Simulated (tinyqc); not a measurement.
# Ellipsometry and reflectance of a transparent film on an absorbing substrate, step by step

Numbers from tinyqc (`OMP_NUM_THREADS=1 python tinyqc.py 2870205 2870206 out.jsonl`; about 0.2 s on one thread of a shared Intel Xeon 2.30GHz). Printed values are rounded.

Air (index 1), film, substrate with N2 = n2 - i k2; time factor exp(+i w t). q_j = sqrt(N_j^2 - sin^2 th), root with positive real part. Fresnel coefficients r_s = (q_a - q_b)/(q_a + q_b), r_p = (N_b^2 q_a - N_a^2 q_b)/(N_b^2 q_a + N_a^2 q_b). tan(Psi) exp(i Delta) = R_p/R_s, Delta taken from 0 to 360 degrees.

Parameters, values chosen for the exercise; indices close to those of photoresist on silicon: wavelength lam = 800 nm; angle of incidence th = 75 degrees; index of the transparent film n1 = 1.628; film thickness d = 52 nm; index of the substrate n2 = 3.692; extinction coefficient of the substrate k2 = 0.0065.

## Interface coefficients and thickness period

q0, q1, q2 and the coefficients r01 and r12 for p and s; the results repeat in d with the period lam/(2 q1).

q0 = 0.2588190
q1 = 1.310485
q2 = 3.563405-0.006735i
r01,p = -0.3128121
r01,s = -0.6701480
r12,p = 0.3082924-0.0007381i
r12,s = -0.4622437+0.0007431i
period = 305.2305 nm

## Psi, Delta and reflectances

beta = 2 pi d q1/lam, X = exp(-2 i beta), R = (r01 + r12 X)/(1 + r01 r12 X) for p and s.

beta = 0.5352114 rad
X = 0.4797534-0.8774034i
R_p = -0.1972117-0.2664140i
R_s = -0.8142925+0.1606161i
Psi = 21.76999 degrees
Delta = 64.64762 degrees
|R_p|^2 = 0.1098689
|R_s|^2 = 0.6888698

The bare substrate gives Psi = 0.3359 and Delta = 9.2759 degrees.
